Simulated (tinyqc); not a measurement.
Starting guesses with plain Roothaan steps: SCF starting guesses in the sto-3g basis, for H4, spin multiplicity 3. Computed by the program tinyqc with PySCF. UHF with one setting changed at a time; a run stops when the energy changes by less than 1e-09 hartree and the error matrix is below 1e-5. Starts: the lowest orbitals of the core Hamiltonian, of the Wolfsberg-Helmholz matrix (K = 1.75), projected atomic densities, random orbitals, and the highest orbitals of the core Hamiltonian (a deliberately bad start).

Geometry (angstrom):
```
atom       x       y       z
H     0.0000  0.0000  0.0000
H     0.0000  0.0000  1.6670
H     0.0000  0.0000  3.3730
H     0.0000  0.0000  5.0390
```

lowest solution found by these runs and by PySCF with stability checks = -1.866980 hartree

Largest element of the error matrix X^T (FDS - SDF) X:
```
iteration     core  Wolfsberg-Helmholz  atomic densities   random  highest core orbitals
1          1.1e-01             8.5e-02           3.4e-03  1.3e-01                1.8e-02
2          3.4e-02             3.1e-02           3.7e-02  1.1e-01                1.1e-01
3          2.2e-02             1.6e-02           2.7e-02  7.0e-02                3.5e-02
4          1.1e-02             7.8e-03           1.6e-02  5.9e-02                1.8e-02
5          5.6e-03             3.7e-03           8.0e-03  6.0e-02                8.9e-03
6          2.8e-03             2.0e-03           3.9e-03  5.6e-02                4.7e-03
8          3.9e-03             5.0e-03           3.3e-03  2.5e-02                1.2e-02
10         9.8e-03             1.3e-02           8.3e-03  7.0e-03                2.8e-02
14         4.7e-02             5.2e-02           4.3e-02  4.0e-04                4.3e-02
20         5.4e-03             3.7e-03           6.9e-03  5.4e-06                9.9e-04
30         4.3e-06                   -           5.6e-06        -                      -
```

How each run ends:
```
run                    iterations  E (hartree)         state
core                           30    -1.866980  lowest found
Wolfsberg-Helmholz             29    -1.866980  lowest found
atomic densities               30    -1.866980  lowest found
random                         20    -1.866980  lowest found
highest core orbitals          27    -1.866861        higher
```

What does the comparison show, and why?

4 of 5 runs reach the lowest solution found, in 20 to 30 iterations (fastest: random). Ending on a higher stationary point: highest core orbitals; a small error matrix cannot reveal that, and an occupation fixed by the start is kept by symmetry or by the shape of the basin. The first errors are 1e-01, 9e-02, 3e-03, 1e-01, 2e-02.
